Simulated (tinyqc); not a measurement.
Inside a calculation. Model: vertical double-diffused power MOSFET, components of the on-resistance.

Program tinyqc, `OMP_NUM_THREADS=1 python tinyqc.py 2230119 2230120 out.jsonl`; Intel Xeon 2.30GHz, shared host, one thread, about 0.01 s. Printed values are rounded.

Stripe cells of pitch Wp + a, two channels a cell. Current flows through the channels, spreads in the accumulation layer, passes the gap between the p bodies and spreads at 45 degrees into the drift layer below them. Low drain voltage, full ionisation.

Parameters, values chosen for the exercise; bulk values close to those of silicon:
```
symbol,value,unit,meaning
T,450,K,temperature
eps_r,12.1,,relative permittivity
Kc,4110,V/cm per (cm^-3)^(1/8),critical-field constant
BV,200,V,rated breakdown voltage of the drift layer
mud,1230,cm^2/(V s),drift mobility at 300 K
bt,2.1,,temperature exponent of the drift mobility
tox,41,nm,gate oxide thickness (eps_r 3.9)
Vov,12,V,gate overdrive
mch,160,cm^2/(V s),channel mobility
mac,370,cm^2/(V s),accumulation-layer mobility
Lc,1,um,channel length
Wp,5.6,um,"width of the p body in one cell, channels included"
a,3.2,um,gap between neighbouring p bodies
xp,1.7,um,depth of the p body
Nj,1,,doping of the gap over the drift doping
Vbi,0.537,V,built-in voltage of the body junction
Rs,0.2,mohm cm^2,substrate and contact resistance
```

Constants: q = 1.602176634e-19 C, eps0 = 8.8541878128e-14 F/cm where lengths are in cm. Results are converted to the units shown.

## Drift layer

Triangular field at breakdown with Ec = Kc N^(1/8): BV = eps0 eps_r Ec^2/(2 q N), so N = (eps0 eps_r Kc^2/(2 q BV))^(4/3); W = 2 BV/Ec; mu = mud (T/300 K)^(-bt); rho = 1/(q mu N); ideal resistance rho W.

drift doping N = 1.85266e15 cm^-3
Ec = 0.332902 MV/cm
drift thickness W = 12.0155 um
electron mobility mu at T = 524.945 cm^2/(V s)
drift resistivity rho = 6.41770 ohm cm
ideal resistance = 7.71122 mohm cm^2

## Components of the on-resistance

Pitch p = Wp + a, Cox = 3.9 eps0/tox; zero-bias depletion in the gap w0 = sqrt(2 eps0 eps_r Vbi/(q N Nj)), open gap g = a - 2 w0; R_ch = Lc p/(2 mch Cox Vov); R_acc = 0.6 a p/(4 mac Cox Vov), 0.6 being an empirical factor for current leaving the layer along its length; R_gap = (rho/Nj) xp p/g; spreading depth t = min(W, (p - g)/2); R_drift = (rho p/2) ln((g + 2 t)/g) + rho (W - t); R_on = the sum with Rs.

w0 = 0.622610 um
g = 1.95478 um
components (mohm cm^2): channel 0.272096, accumulation 0.112957, gap 4.91149, drift 9.76301, substrate 0.2
R_on = 15.2596 mohm cm^2
shares (%): channel 1.7831, accumulation 0.7402, gap 32.1863, drift 63.9797, substrate 1.3107

The drift term is the largest. R_on is 1.98 times the ideal drift resistance rho W, and spreading raises the drift term to 1.27 times it.
